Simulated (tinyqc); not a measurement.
Inside a calculation. Method: Hueckel theory of the pi electrons with the omega technique, for the molecule C=CC(=C)C(=C)Cl (SMILES; centres numbered as the heavy atoms are written). Computed by tinyqc, a small Python program that keeps every step. Settings: charge = 0, omega = 1.0, damping = 0. Command: `OMP_NUM_THREADS=1 python tinyqc.py 21097 21098 out.jsonl` (the two numbers bound the seeds that draw the settings). One thread of a shared host (Intel(R) Xeon(R) Processor @ 2.60GHz), about 0.02 s of CPU time with the checks.

## The Hueckel matrix

Centres:
```
centre  z_r, pi electrons of the neutral centre         h
1C                                            1  0.000000
2C                                            1  0.000000
3C                                            1  0.000000
4C                                            1  0.000000
5C                                            1  0.000000
6C                                            1  0.000000
7Cl                                           2  1.700000
```

Bonds:
```
i  j         k
1  2         1
2  3         1
3  4         1
3  5         1
5  6         1
5  7  0.370000
```

H_rr = alpha + h_r beta, H_rs = k_rs beta for bonded centres.

Hueckel matrix in units of beta (H = alpha + beta A):
```
           1C        2C        3C        4C        5C        6C       7Cl
1C   0.000000  1.000000  0.000000  0.000000  0.000000  0.000000  0.000000
2C   1.000000  0.000000  1.000000  0.000000  0.000000  0.000000  0.000000
3C   0.000000  1.000000  0.000000  1.000000  1.000000  0.000000  0.000000
4C   0.000000  0.000000  1.000000  0.000000  0.000000  0.000000  0.000000
5C   0.000000  0.000000  1.000000  0.000000  0.000000  1.000000  0.370000
6C   0.000000  0.000000  0.000000  0.000000  1.000000  0.000000  0.000000
7Cl  0.000000  0.000000  0.000000  0.000000  0.370000  0.000000  1.700000
```

## Orbitals, round 1

pi electrons, sum of z_r less the charge = 8

Diagonalise; E = alpha + x beta with beta < 0, so the largest x are filled first; degenerate levels share their electrons. P = sum n_i c_ri c_si; each orbital has its largest coefficient positive (the first on a tie).

x values: 2.031042  1.675294  0.955283  0.511296  -0.520823  -1.012692  -1.939399

occupations: 2.000000  2.000000  2.000000  2.000000  0.000000  0.000000  0.000000

coefficients:
```
          MO1        MO2        MO3        MO4        MO5        MO6        MO7
1C   0.165563  -0.199839   0.498089  -0.429818   0.450228  -0.495751   0.226588
2C   0.336266  -0.334790   0.475816  -0.219764  -0.234489   0.502043  -0.439444
3C   0.517407  -0.361031  -0.043550   0.317453  -0.328101  -0.012664   0.625670
4C   0.254749  -0.215503  -0.045589   0.620880   0.629966   0.012505  -0.322610
5C   0.459859  -0.054541  -0.471830  -0.238803  -0.224594  -0.501724  -0.451369
6C   0.226416  -0.032556  -0.493917  -0.467055   0.431230   0.495436   0.232737
7Cl  0.513977   0.816799   0.234421   0.074331   0.037419   0.068433   0.045889
```

charge and bond-order matrix P:
```
            1C         2C         3C         4C         5C         6C        7Cl
1C    1.000367   0.908070  -0.000654  -0.408659  -0.090673  -0.002549   0.013362
2C    0.908070   0.999712   0.408738  -0.000654   0.001741  -0.090673  -0.010833
3C   -0.000654   0.408738   1.001453   0.817397   0.404730   0.004290  -0.031135
4C   -0.408659  -0.000654   0.817397   0.997818   0.004290  -0.405545  -0.019248
5C   -0.090673   0.001741   0.404730   0.004290   0.988192   0.900948   0.126902
6C   -0.002549  -0.090673   0.004290  -0.405545   0.900948   1.028836  -0.121440
7Cl   0.013362  -0.010833  -0.031135  -0.019248   0.126902  -0.121440   1.983622
```

## Omega technique, round 1

h_r = h_r(0) + omega q_r, omega = 1, with q_r = z_r - P_rr.

matrix after round 1:
```
            1C        2C         3C        4C        5C         6C       7Cl
1C   -0.000367  1.000000   0.000000  0.000000  0.000000   0.000000  0.000000
2C    1.000000  0.000288   1.000000  0.000000  0.000000   0.000000  0.000000
3C    0.000000  1.000000  -0.001453  1.000000  1.000000   0.000000  0.000000
4C    0.000000  0.000000   1.000000  0.002182  0.000000   0.000000  0.000000
5C    0.000000  0.000000   1.000000  0.000000  0.011808   1.000000  0.370000
6C    0.000000  0.000000   0.000000  0.000000  1.000000  -0.028836  0.000000
7Cl   0.000000  0.000000   0.000000  0.000000  0.370000   0.000000  1.716378
```

## Orbitals, round 2

As before.

x values: 2.036327  1.686032  0.951892  0.506456  -0.524962  -1.016892  -1.938853

occupations: 2.000000  2.000000  2.000000  2.000000  0.000000  0.000000  0.000000

coefficients:
```
          MO1        MO2        MO3        MO4        MO5        MO6        MO7
1C   0.162172  -0.201342   0.503341  -0.423405   0.455711  -0.491385   0.226730
2C   0.330294  -0.339543   0.479311  -0.214591  -0.239064   0.499505  -0.439513
3C   0.510320  -0.371040  -0.047227   0.314785  -0.330143  -0.016702   0.625547
4C   0.250877  -0.220352  -0.049728   0.624235   0.626286   0.016389  -0.322275
5C   0.458749  -0.066229  -0.474607  -0.249761  -0.214389  -0.498935  -0.450147
6C   0.222137  -0.038621  -0.483933  -0.466589   0.432126   0.504966   0.235677
7Cl  0.530513   0.807508   0.229703   0.076378   0.035391   0.067540   0.045566
```

charge and bond-order matrix P:
```
            1C         2C         3C         4C         5C         6C        7Cl
1C    0.998924   0.908088   0.000825  -0.408565  -0.090816  -0.004454   0.013458
2C    0.908088   1.000343   0.408706  -0.000216   0.000245  -0.090689  -0.010498
3C    0.000825   0.408706   0.998835   0.817271   0.404952   0.007340  -0.031383
4C   -0.408565  -0.000216   0.817271   1.007273  -0.005250  -0.405915  -0.017174
5C   -0.090816   0.000245   0.404952  -0.005250   1.004939   0.901354   0.123594
6C   -0.004454  -0.090689   0.007340  -0.405915   0.901354   1.005467  -0.120276
7Cl   0.013458  -0.010498  -0.031383  -0.017174   0.123594  -0.120276   1.984219
```

## Omega technique, round 2

As before.

matrix after round 2:
```
           1C         2C        3C         4C         5C         6C       7Cl
1C   0.001076   1.000000  0.000000   0.000000   0.000000   0.000000  0.000000
2C   1.000000  -0.000343  1.000000   0.000000   0.000000   0.000000  0.000000
3C   0.000000   1.000000  0.001165   1.000000   1.000000   0.000000  0.000000
4C   0.000000   0.000000  1.000000  -0.007273   0.000000   0.000000  0.000000
5C   0.000000   0.000000  1.000000   0.000000  -0.004939   1.000000  0.370000
6C   0.000000   0.000000  0.000000   0.000000   1.000000  -0.005467  0.000000
7Cl  0.000000   0.000000  0.000000   0.000000   0.370000   0.000000  1.715781
```

## Convergence

Each round sets h_r = h_r(0) + omega (z_r - P_rr), keeping the share named as damping of the old diagonal; repeat until output and input diagonals agree to 1e-6.

Rounds:
```
round    sum n x  largest |h(out) - h(in)|
1      10.345829                  2.88e-02
2      10.361414                  2.34e-02
3      10.361293                  2.36e-02
4      10.361239                  2.51e-02
5      10.361427                  2.75e-02
6      10.361418                  3.32e-02
7      10.361759                  4.20e-02
8      10.361884                  5.28e-02
9      10.362567                  6.62e-02
10     10.363047                  8.27e-02
11     10.364504                  1.03e-01
12     10.365899                  1.29e-01
13     10.369116                  1.60e-01
14     10.372757                  1.99e-01
15     10.379917                  2.46e-01
16     10.388733                  3.04e-01
17     10.404196                  3.72e-01
18     10.423554                  4.51e-01
19     10.454006                  5.39e-01
20     10.490069                  6.34e-01
21     10.539841                  7.30e-01
22     10.591547                  8.22e-01
23     10.653082                  9.05e-01
24     10.706283                  9.73e-01
25     10.762719                  1.03e+00
26     10.802457                  1.07e+00
27     10.843848                  1.10e+00
28     10.866619                  1.12e+00
29     10.893799                  1.14e+00
30     10.903740                  1.15e+00
31     10.921424                  1.16e+00
32     10.923588                  1.16e+00
33     10.935852                  1.17e+00
34     10.933774                  1.17e+00
35     10.943169                  1.17e+00
36     10.938895                  1.17e+00
37     10.946826                  1.17e+00
38     10.941443                  1.17e+00
39     10.948640                  1.17e+00
40     10.942705                  1.17e+00
```

Not converged within 40 rounds: the residual has stopped falling. Reruns: damping 0.5: converged in 15; damping 0.8: not converged.
